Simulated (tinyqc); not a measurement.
# Rigid-ion and shell models of the dielectric response of an ionic crystal, step by step

A worked calculation. Computed by tinyqc, a small Python program that keeps every step. Command: `OMP_NUM_THREADS=1 python tinyqc.py 3014626 3014627 out.jsonl shell walk`. One thread of a shared host (Intel(R) Xeon(R) Processor @ 2.30GHz), about 0.01 s of CPU time with the checks. Intermediate numbers are printed to about 6 digits and carried at full precision; extremes and crossings named in words are read from the listed rows.

Charges +Z and -Z; 6 nearest neighbours, Madelung constant M = 1.747565, volume per ion pair Omega = 2.000000 d^3. Energy per pair U = -M Z^2 e2/d + 6 A exp(-d/rho), e2 = e^2/(4 pi eps_0). In the shell model the anion is a core of charge Y - Z and a massless shell of charge -Y, joined by the spring k; the repulsion acts on the shell. Each ion feels the Lorentz field E + (4 pi/3) P (Gaussian units).

Inputs (values chosen for the exercise, for a model crystal):
```
quantity                       value           unit
nearest-neighbour distance d    2.88       angstrom
ionic charge Z                 0.964              e
hardness d/rho                  10.3              -
cation mass                      142              u
anion mass                        16              u
shell charge size Y             2.81              e
core-shell spring k             54.9  eV/angstrom^2
cation polarisability alpha_+   0.35     angstrom^3
film thickness t                 5.1             nm
```

Structure: rock salt.

Constants: e^2/(4 pi eps_0) = 14.39964548 eV angstrom; 1 eV/angstrom^3 = 160.2176634 GPa; nu for 1 eV/(angstrom^2 u) = 15.6333042 THz; 1 THz = 33.35640952 1/cm; eps_0 = 8.8541878128e-12 F/m; h x 1 THz = 4.135667696 meV.

## Equilibrium, bulk modulus and repulsive spring

Zero pressure fixes 6 A exp(-d/rho) = M Z^2 e2 rho/d^2. Then U = -(M Z^2 e2/d)(1 - rho/d), B = M Z^2 e2 (d/rho - 2)/(9 Omega d), and the spring of one sublattice against the other is R = (1/3) x (Laplacian of the repulsion summed over neighbours) = M Z^2 e2 (d/rho - 2)/(3 d^3), so R = 3 B Omega/d^2.

volume Omega = 47.7757 angstrom^3

lattice energy U = -7.33149 eV/pair

bulk modulus B = 25.1122 GPa

repulsive spring R = 2.70844 eV/angstrom^2

## Rigid ions

With C = 4 pi Z^2 e2/(3 Omega): mu lambda_TO = R - C, mu lambda_LO = R + 2 C; eps_inf = 1 and eps_s = lambda_LO/lambda_TO. lambda in eV/(angstrom^2 u) gives the wavenumber 15.6333042 x 33.35640952 x sqrt(lambda); mu is the reduced mass.

Coulomb spring C = 1.17324 eV/angstrom^2

omega_TO, rigid ions = 170.387 1/cm

omega_LO, rigid ions = 309.180 1/cm

eps_s, rigid ions = 3.29269

## Shell model: electronic response

Eliminating the shell gives the anion polarisability alpha_- = Y^2 e2/(k + R), the Szigeti charge Z_S = Z - Y R/(k + R) and the softened spring R' = k R/(k + R). With b = 4 pi (alpha_+ + alpha_-)/(3 Omega): eps_inf = (1 + 2b)/(1 - b) (Clausius-Mossotti); Born charge Z* = Z_S (eps_inf + 2)/3.

anion polarisability alpha_- = 1.97369 angstrom^3

Szigeti charge Z_S = 0.831889 e

softened spring R' = 2.58110 eV/angstrom^2

b = 0.203732

eps_inf = 1.76757

Born charge Z* = 1.04473 e

Overlap pushes the shell back and lowers the effective charge to 86 % of Z; the local field then raises the Born charge to 108 % of Z.

## Shell model: lattice response

mu lambda_TO = R' - (4 pi e2/(3 Omega)) Z_S^2/(1 - b); mu lambda_LO = mu lambda_TO + 4 pi e2 Z*^2/(eps_inf Omega); eps_s = eps_inf lambda_LO/lambda_TO.

mu lambda_TO = 1.48385 eV/angstrom^2

omega_TO = 167.514 1/cm

omega_LO = 268.866 1/cm

eps_s = 4.55354

share of R' left after the dipole term = 0.574892

The dipole field cancels 43 % of the short-range spring.

## As a gate dielectric

Capacitance per area eps_0 eps_s/t; equivalent oxide thickness EOT = t x 3.9/eps_s; the surface optical mode against silicon (eps = 11.7) lies at omega_TO sqrt[(eps_s + 11.7)/(eps_inf + 11.7)], and its squared coupling to channel electrons scales as g = hbar omega_SO [1/(11.7 + eps_inf) - 1/(11.7 + eps_s)], with hbar omega = h c x wavenumber.

capacitance per area = 7.90547 fF/micrometre^2

equivalent oxide thickness = 4.36803 nm

surface optical mode = 184.026 1/cm

remote-phonon coupling g = 0.290391 meV

## From rigid to soft shells

The formulas are those given above.

Response against the core-shell spring:
```
k (eV/angstrom^2)  eps_inf       Z_S       Z*  omega_TO (1/cm)  omega_LO (1/cm)    eps_s
44                 1.96885  0.801059  1.05976          167.274          262.369  4.84377
55                 1.76616  0.832118  1.04463          167.515          268.916  4.55150
71                 1.59684  0.860746  1.03199          167.717          275.497  4.30864
99                 1.44313  0.889171  1.02051          167.900          282.628  4.08919
140                1.33534  0.910670  1.01246          168.028          288.473  3.93586
220                1.24482  0.929827  1.00571          168.135          294.052  3.80745
440                1.16858  0.946809  1.00001          168.226          299.322  3.69957
1600               1.11496  0.959251  0.99601          168.289          303.396  3.62383
```

From the stiffest to the softest shell eps_inf rises from 1.11 to 1.97 and Z_S falls from 0.96 to 0.80; omega_LO moves by -14 % and omega_TO by -0.6 %. Screening by eps_inf cuts the LO frequency, which rigid ions overstate (rigid ions: 309 per cm); eps_s goes from 3.62 to 4.84.

Checks made by the program: TO spring by direct elimination of the shell from the 2 x 2 energy matrix (relative difference below 1e-10); Szigeti's relation mu lambda_TO (eps_s + 2)/(eps_inf + 2) = R' (relative difference below 1e-10).
